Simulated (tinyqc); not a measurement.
Configuration-coordinate model of carrier capture at a defect: one step. The multiphonon factor. Three cases, with inputs chosen for the exercise.

Problem. Form p, nb, x and ln W, the classical ln W, and the capture time 1/(nu W).

Two parabolas of equal curvature k in one coordinate Q: with the carrier free at the band edge, U_f = k Q^2/2; with the carrier trapped, U_t = k (Q - dQ)^2/2 - ET. ER = k dQ^2/2, Huang-Rhys factor S = ER/hw, hw = 0.0646541 sqrt(k/M) eV for k in eV/angstrom^2 and M in u. The curves cross at a height Eb = (ER - ET)^2/(4 ER) above the free minimum.

Multiphonon factor for giving p = ET/hw phonons to the lattice: W = exp(-S (2 nb + 1)) ((nb + 1)/nb)^(p/2) I_p(x), nb = 1/(exp(hw/kT) - 1), x = 2 S sqrt(nb (nb + 1)), I_p the modified Bessel function. Classical limit: W = hw exp(-Eb/kT)/sqrt(4 pi ER kT). At T = 0: exp(-S) S^p/Gamma(p + 1).

Constants: kB = 8.617333262e-05 eV/K.

Give: p, nb, x; ln W; capture time.

Case 1.

Values chosen (of the size met at an oxide trap near a Si / SiO2 interface; not measured data):
- ET = 0.65 eV (thermal depth of the level below the band edge)
- ER = 1.31 eV (relaxation energy)
- hw = 0.05 eV (phonon energy of the mode)
- T = 350 K (temperature)
- nu = 1e+13 1/s (attempt rate)

Solution.

p, nb, x: [13.0000, 0.2354, 28.2594]

ln W: quantum -5.076, classical -5.402

capture time = 1.60e-11 s

The quantum factor is 1.38 times the classical one at kT/hw = 0.60: the classical form serves within a factor of e.

Case 2.

Values chosen (of the size met at a deep level in GaN; not measured data):
- ET = 0.79 eV (thermal depth of the level below the band edge)
- ER = 0.53 eV (relaxation energy)
- hw = 0.05 eV (phonon energy of the mode)
- T = 350 K (temperature)
- nu = 1e+13 1/s (attempt rate)

Solution.

p, nb, x: [15.8000, 0.2354, 11.4332]

ln W: quantum -3.210, classical -3.250

capture time = 2.48e-12 s

The quantum factor is 1.04 times the classical one at kT/hw = 0.60: the two agree.

Case 3.

Values chosen (of the size met at a deep level in GaN; not measured data):
- ET = 1.02 eV (thermal depth of the level below the band edge)
- ER = 0.69 eV (relaxation energy)
- hw = 0.047 eV (phonon energy of the mode)
- T = 350 K (temperature)
- nu = 1e+11 1/s (attempt rate)

Solution.

p, nb, x: [21.7021, 0.2666, 17.0623]

ln W: quantum -3.602, classical -3.695

capture time = 3.67e-10 s

The quantum factor is 1.1 times the classical one at kT/hw = 0.64: the two agree.

Computed by tinyqc, one run a case: `OMP_NUM_THREADS=1 python tinyqc.py N N+1 out.jsonl` with N = 1452746, 1452779, 1452859; one thread of a shared Intel(R) Xeon(R) Processor @ 2.30GHz, about 0.01 s a run at most.
